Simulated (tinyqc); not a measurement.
MP2 on RHF in the sto-6g basis, for H3-, spin multiplicity 1, step by step. The basis has no diffuse functions, so it cannot describe the extra electron: this is an exercise in the method, not the real anion. Computed by tinyqc, a small Python program that keeps every step (integrals from PySCF). Settings: charge = -1, multiplicity = 1, basis = sto-6g, method = RHF, energy threshold = 1e-10, iteration cap = 80, orthogonalisation = canonical, start = core, DIIS depth = 6. Command: `OMP_NUM_THREADS=1 python tinyqc.py 24394 24395 out.jsonl` (the two numbers bound the seeds that draw the settings). One thread of a shared host (Intel(R) Xeon(R) Processor @ 2.60GHz), about 0.06 s of CPU time with the checks. The early iterations of the SCF are left out here.

## One-electron integrals

Geometry (angstrom):
```
atom        x        y         z
H     0.00000  0.00000   0.00000
H     0.00000  0.00000   1.15900
H     0.00000  0.00000  -1.15900
```

Basis sto-6g: exponents (1/bohr^2) and contraction coefficients of normalised primitives:
```
element  l (shell)  exponent  coefficient
H            s (1)  35.52322      0.00916
H            s (1)   6.51314      0.04936
H            s (1)   1.82214      0.16854
H            s (1)   0.62596      0.37056
H            s (1)   0.24308      0.41649
H            s (1)   0.10011      0.13033
```

Overlap, kinetic and nuclear-attraction integrals over the contracted functions; the nuclear repulsion is the sum of Za Zb / Rab.

nuclear repulsion = 1.1414521 hartree

overlap S, order 1H 1s, 2H 1s, 3H 1s:
```
[[1.00000, 0.40843, 0.40843],
 [0.40843, 1.00000, 0.07117],
 [0.40843, 0.07117, 1.00000]]
```

kinetic energy T (hartree), order 1H 1s, 2H 1s, 3H 1s:
```
[[0.76852, 0.06391, 0.06391],
 [0.06391, 0.76852, -0.01149],
 [0.06391, -0.01149, 0.76852]]
```

nuclear attraction V (hartree), order 1H 1s, 2H 1s, 3H 1s:
```
[[-2.13787, -0.73630, -0.73630],
 [-0.73630, -1.91698, -0.11705],
 [-0.73630, -0.11705, -1.91698]]
```

core Hamiltonian H = T + V (hartree), order 1H 1s, 2H 1s, 3H 1s:
```
[[-1.36935, -0.67239, -0.67239],
 [-0.67239, -1.14846, -0.12854],
 [-0.67239, -0.12854, -1.14846]]
```

## Two-electron integrals

Functions are numbered as in S; the eight-fold symmetry (ij|kl) = (ji|kl) = (kl|ij) leaves the list below.

Two-electron integrals (ij|kl) in chemists' order, unique and non-zero (hartree):
```
(11|11) 0.77500   (21|11) 0.24237   (21|21) 0.10263   (22|11) 0.42940
(22|21) 0.24237   (22|22) 0.77500   (31|11) 0.24237   (31|21) 0.07103
(31|22) 0.12506   (31|31) 0.10263   (32|11) 0.03984   (32|21) 0.01441
(32|22) 0.03045   (32|31) 0.01441   (32|32) 0.00241   (33|11) 0.42940
(33|21) 0.12506   (33|22) 0.22804   (33|31) 0.24237   (33|32) 0.03045
(33|33) 0.77500
```

## Orthogonalisation

S = U s U^T; canonical form X = U s^(-1/2), so that X^T S X = 1. Each column of U has its largest component positive (the first on a tie).

eigenvalues of S: [0.45688, 0.92883, 1.61429]

X, order 1H 1s, 2H 1s, 3H 1s:
```
[[1.07781, 0.00000, 0.53916],
 [-0.71662, 0.73370, 0.40545],
 [-0.71662, -0.73370, 0.40545]]
```

## Iteration 8 (converged): orbitals

converged F (hartree), order 1H 1s, 2H 1s, 3H 1s:
```
[[0.12408, -0.22411, -0.22411],
 [-0.22411, 0.12091, -0.03646],
 [-0.22411, -0.03646, 0.12091]]
```

Diagonalise F' = X^T F X, C = X C', fill 2 alpha and 2 beta electrons from the bottom; D = 2 C_occ C_occ^T. Each column has its largest component positive (the first on a tie).

F' = X^T F X (hartree):
```
[[0.92328, 0.00000, 0.00034],
 [0.00000, 0.16943, 0.00000],
 [0.00034, 0.00000, -0.13213]]
```

orbital energies (hartree): [-0.13213, 0.16943, 0.92328]

coefficients C, order 1H 1s, 2H 1s, 3H 1s:
```
[[0.53881, 0.00000, 1.07798],
 [0.40568, 0.73370, -0.71649],
 [0.40568, -0.73370, -0.71649]]
```

D after iteration 8, order 1H 1s, 2H 1s, 3H 1s:
```
[[0.58063, 0.43717, 0.43717],
 [0.43717, 1.40577, -0.74747],
 [0.43717, -0.74747, 1.40577]]
```

## Convergence

Stop when the energy changes by less than 1e-10 hartree and every element of the error matrix X^T (F D S - S D F) X is below 3e-06.

Course of the cycle:
```
iteration  E (hartree)     change  largest element of the error matrix
1           -1.2522870          -                             3.58e-01
2           -1.3242037  -7.19e-02                             4.03e-02
3           -1.3250709  -8.67e-04                             4.36e-05
4           -1.3250709  -8.18e-10                             1.91e-05
5           -1.3250709  -1.15e-10                             1.23e-05
6           -1.3250709  -3.68e-11                             9.02e-06
7           -1.3250709  -1.62e-11                             7.14e-06
8           -1.3250709  -2.72e-11                             6.99e-09
```

PySCF RHF in the same basis = -1.3250709 hartree

Converged in 8 iterations.

## Integrals over molecular orbitals

(pq|rs) = sum C_ip C_jq C_kr C_ls (ij|kl), one index at a time.

one-electron integrals over orbitals h = C^T H C (hartree):
```
[[-1.40577, 0.00000, -0.12194],
 [0.00000, -1.09806, 0.00000],
 [-0.12194, 0.00000, -0.82505]]
```

Two-electron integrals over orbitals (pq|rs), unique and non-zero (hartree):
```
(11|11) 0.51966    (21|21) 0.16201    (22|11) 0.45799    (22|22) 0.51351
(31|11) 0.07718    (31|22) -0.05009   (31|31) 0.14162    (32|21) -0.14493
(32|32) 0.14674    (33|11) 0.54238    (33|22) 0.47596    (33|31) 0.09194
(33|33) 0.59325
```

## Second-order Moller-Plesset energy

Hartree-Fock energy = -1.3250709 hartree

E2 = sum_ijab (ia|jb) [2 (ia|jb) - (ib|ja)] / (e_i + e_j - e_a - e_b) over occupied i, j and virtual a, b; the opposite-spin part is (ia|jb)^2 / denominator, the rest is same-spin, and SCS-MP2 scales them by 6/5 and 1/3.

Terms:
```
i  j  a  b  (ia|jb)  (ib|ja)  denominator      term
2  2  3  3  0.14674  0.14674     -1.50769  -0.01428
1  1  3  3  0.14162  0.14162     -2.11081  -0.00950
```

Pair energies (hartree; pair i-j sums ij and ji):
```
pair  opposite spin  same spin
1-1        -0.00950    0.00000
2-2        -0.01428    0.00000
```

MP2 correlation energy = -0.0237832 hartree

SCS-MP2 correlation energy = -0.0285398 hartree

MP2 total energy = -1.3488541 hartree
